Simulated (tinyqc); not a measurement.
Circular transfer-length structure: two steps of the calculation.

A disc contact of radius r0 and a very wide ring contact from r1 = r0 + sp outwards lie on a thin layer; the metal has no resistance and the sheet resistance under the contacts equals Rsh.

Parameters, values chosen for the exercise: sheet resistance of the semiconductor layer Rsh = 1300 ohm/sq; specific contact resistivity rc = 1.4e-7 ohm cm^2; radius of the inner contact r0 = 3.1 um; gap between the contacts sp = 2.7 um.

Problem 1. The three parts of the resistance. Transfer length Lt = sqrt(rc/Rsh). R = (Rsh/2 pi) [(Lt/r0) I0(r0/Lt)/I1(r0/Lt) + ln(r1/r0) + (Lt/r1) K0(r1/Lt)/K1(r1/Lt)] with modified Bessel functions; for r0 >> Lt both ratios tend to 1.

Give: Lt; I0/I1; K0/K1; inner contact; gap; outer contact; R.

Solution 1.

Lt = 0.10377 um
I0/I1 = 1.0172
K0/K1 = 0.99117
inner contact = 7.0451 ohm
gap = 129.61 ohm
outer contact = 3.6692 ohm
R = 140.33 ohm

The contacts make up 7.64 % of R.

Problem 2. The large-radius form. Large radius: R = (Rsh/2 pi) [Lt (1/r0 + 1/r1) + ln(r1/r0)], and linearised for sp << r0: Rsh (sp + 2 Lt)/(2 pi r0).

Give: large-radius R; linearised R.

Solution 2.

large-radius R = 140.2 ohm
linearised R = 194.1 ohm

tinyqc, about 0.01 s, one thread, Intel Xeon 2.30GHz (shared host): `OMP_NUM_THREADS=1 python tinyqc.py 2760116 2760117 out.jsonl`
